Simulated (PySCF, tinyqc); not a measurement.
Worked calculation: FCI on RHF in the sto-3g basis, frozen core, for BeH+, spin multiplicity 1. The lowest restricted solution is unstable here: a spin-polarised one lies 0.0000 hartree lower (PySCF). One step of it, computed by the program tinyqc.

Task: FCI: determinants and Hamiltonian. Slater-Condon rules over spin orbitals, with the nuclear repulsion and the energy of the frozen orbital added and E(HF) subtracted on the diagonal. Only determinants linked to the reference directly or through others are kept (one block of an abelian symmetry group), so some states are absent.

one-electron integrals dressed by the frozen orbital, h + 2 (pq|11) - (p1|1q) (hartree), order 2, 3, 4, 5, 6:
```
[[-1.156267, 0.067447, 0.000000, 0.000000, -0.032358],
 [0.067447, -0.850081, 0.000000, 0.000000, 0.060702],
 [0.000000, 0.000000, -0.794120, 0.000000, 0.000000],
 [0.000000, 0.000000, 0.000000, -0.794120, 0.000000],
 [-0.032358, 0.060702, 0.000000, 0.000000, -0.679991]]
```

energy of the frozen orbital, 2 h_11 + (11|11) = -14.07638937 hartree

Two-electron integrals over orbitals (pq|rs), unique and non-zero (hartree); the lowest 1 orbital is frozen and left out:
```
(22|22) 0.480534    (32|22) -0.067447   (32|32) 0.051546    (33|22) 0.322898
(33|32) 0.033615    (33|33) 0.442945    (42|42) 0.044370    (43|42) 0.033252
(43|43) 0.049846    (44|22) 0.354033    (44|32) 0.032102    (44|33) 0.389836
(44|44) 0.449859    (52|52) 0.044370    (53|52) 0.033252    (53|53) 0.049846
(54|54) 0.024249    (55|22) 0.354033    (55|32) 0.032102    (55|33) 0.389836
(55|44) 0.401360    (55|55) 0.449859    (62|22) 0.032358    (62|32) -0.052373
(62|33) -0.018413   (62|44) -0.066172   (62|55) -0.066172   (62|62) 0.120482
(63|22) -0.056538   (63|32) 0.046461    (63|33) 0.054932    (63|44) 0.029390
(63|55) 0.029390    (63|62) -0.056570   (63|63) 0.063013    (64|42) -0.027273
(64|43) -0.010224   (64|64) 0.023626    (65|52) -0.027273   (65|53) -0.010224
(65|65) 0.023626    (66|22) 0.485057    (66|32) -0.070362   (66|33) 0.350106
(66|44) 0.357281    (66|55) 0.357281    (66|62) 0.061949    (66|63) -0.060180
(66|66) 0.524454
```

nuclear repulsion = 1.27359136 hartree

Hartree-Fock energy = -14.63479851 hartree

Give: determinants; H - E(HF) between determinants.

Result:

Occupation strings over the orbitals (2 doubly, a alpha, b beta, 0 empty; spin orbitals ordered 1a 1b 2a 2b ...): 220000 2ab000 2a000b 2ba000 2b000a 202000 20a00b 200200 200020 20b00a 200002

H - E(HF) between determinants (hartree), order 220000, 2ab000, 2a000b, 2ba000, 2b000a, 202000, 20a00b, 200200, 200020, 20b00a, 200002:
```
[[0.0000, 0.0000, 0.0000, 0.0000, 0.0000, 0.0515, -0.0524, 0.0444, 0.0444, 0.0524, 0.1205],
 [0.0000, 0.1485, 0.0042, -0.0515, 0.0524, 0.1011, 0.0465, 0.0333, 0.0333, 0.0508, -0.0566],
 [0.0000, 0.0042, 0.4808, 0.0524, -0.1205, 0.0465, -0.0029, -0.0273, -0.0273, 0.0566, 0.0296],
 [0.0000, -0.0515, 0.0524, 0.1485, 0.0042, -0.1011, 0.0508, -0.0333, -0.0333, 0.0465, 0.0566],
 [0.0000, 0.0524, -0.1205, 0.0042, 0.4808, -0.0465, 0.0566, 0.0273, 0.0273, -0.0029, -0.0296],
 [0.0515, 0.1011, 0.0465, -0.1011, -0.0465, 0.5748, 0.1156, 0.0498, 0.0498, -0.1156, 0.0630],
 [-0.0524, 0.0465, -0.0029, 0.0508, 0.0566, 0.1156, 0.6520, -0.0102, -0.0102, -0.0630, 0.0005],
 [0.0444, 0.0333, -0.0273, -0.0333, 0.0273, 0.0498, -0.0102, 0.6936, 0.0242, 0.0102, 0.0236],
 [0.0444, 0.0333, -0.0273, -0.0333, 0.0273, 0.0498, -0.0102, 0.0242, 0.6936, 0.0102, 0.0236],
 [0.0524, 0.0508, 0.0566, 0.0465, -0.0029, -0.1156, -0.0630, 0.0102, 0.0102, 0.6520, -0.0005],
 [0.1205, -0.0566, 0.0296, 0.0566, -0.0296, 0.0630, 0.0005, 0.0236, 0.0236, -0.0005, 0.9965]]
```
